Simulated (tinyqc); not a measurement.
Quaternary alloy A(x)B(1-x)C(y)D(1-y) matched to a substrate: sweeps and comparisons. A value that a table varies takes the place of the one given here.

Q(x,y) = x y Q_AC + x (1 - y) Q_AD + (1 - x) y Q_BC + (1 - x)(1 - y) Q_BD for the lattice constant. Gap, rule 1: Q(x,y) - x (1 - x)[y C_ABC + (1 - y) C_ABD] - y (1 - y)[x C_ACD + (1 - x) C_BCD]. Rule 2 (mean of ternaries): {x (1 - x)[y T_ABC(x) + (1 - y) T_ABD(x)] + y (1 - y)[x T_ACD(y) + (1 - x) T_BCD(y)]}/{x (1 - x) + y (1 - y)}, T_ABC(x) = x E_AC + (1 - x) E_BC - C_ABC x (1 - x), T_ACD(y) = y E_AC + (1 - y) E_AD - C_ACD y (1 - y), and alike. Only the Gamma valley is followed.

Matching a(x,y) = a_s gives x = (a_s - y a_BC - (1 - y) a_BD)/(y (a_AC - a_BC) + (1 - y)(a_AD - a_BD)).
Constants: hc = 1239.841984 eV nm.

Values chosen for the exercise (AC, AD, BC, BD near GaAs, GaP, InAs and InP; substrate near GaAs; not measured data):
- a = (5.653, 5.455, 6.064, 5.865) angstrom (lattice constants of AC, AD, BC, BD)
- Eg = (1.505, 2.883, 0.42, 1.419) eV (gaps at Gamma of AC, AD, BC, BD)
- Cb = (0.489, 0.598, 0.163, 0.096) eV (bowing of ABC, ABD, ACD, BCD)
- a_s = 5.653 angstrom (substrate)
- y = 0.13 (fraction of C)

## Along the matched line

x follows from y.

Results:
```
y          x  bilinear (eV)  rule 1 (eV)  rule 2 (eV)  wavelength 1 (nm)  wavelength 2 (nm)
0.01  0.5219         2.1711       2.0209       2.0278                614                611
0.13  0.5800         2.1097       1.9522       2.0077                635                618
0.25  0.6380         2.0429       1.8850       1.9585                658                633
0.37  0.6960         1.9708       1.8195       1.8972                681                654
0.49  0.7540         1.8933       1.7557       1.8293                706                678
0.61  0.8119         1.8106       1.6936       1.7571                732                706
0.73  0.8698         1.7225       1.6334       1.6818                759                737
0.85  0.9277         1.6292       1.5751       1.6043                787                773
0.97  0.9855         1.5305       1.5188       1.5250                816                813
```

What does this show, and why?

The matched alloys span 1.519 to 2.021 eV by rule 1, monotonically in y. Along the line dx/dy is +0.484 between the first two rows and +0.482 between the last two. In energy the two rules differ most at y = 0.37, by 78 meV (28 nm there), which measures how far the ternary data leave the interior open. Miscibility gaps are not considered.

## What each parameter does

x is matched anew each time. Each row changes one parameter from the base and keeps the others.

Results:
```
case                                            x  rule 1 (eV)  rule 2 (eV)
base                                       0.5800       1.9522       2.0077
y = 0.14                                   0.5848       1.9465       2.0043
a_s = 5.657 angstrom                       0.5702       1.9376       1.9932
Cb = (0.587, 0.718, 0.196, 0.115) eV       0.5800       1.9206       1.9872
Eg = (1.555, 2.883, 0.42, 1.419) eV        0.5800       1.9559       2.0115
a = (5.663, 5.455, 6.064, 5.865) angstrom  0.5818       1.9549       2.0104
```

What can be read from the table?

The largest shifts from the base row, up to three for each result and ties (the steps differ in size, so this ranks the rows, not the parameters). x: a_s -0.0098, y +0.0048, a +0.0018; unchanged at the printed digits by Cb and Eg. rule 1 (eV): Cb -0.0316, a_s -0.0146, y -0.0057. rule 2 (eV): Cb -0.0205, a_s -0.0145, Eg +0.0038.

(tinyqc, `OMP_NUM_THREADS=1 python tinyqc.py 1080755 1080756 out.jsonl`, Intel(R) Xeon(R) Processor @ 2.30GHz, 1 thread, shared host, about 0.01 s.)
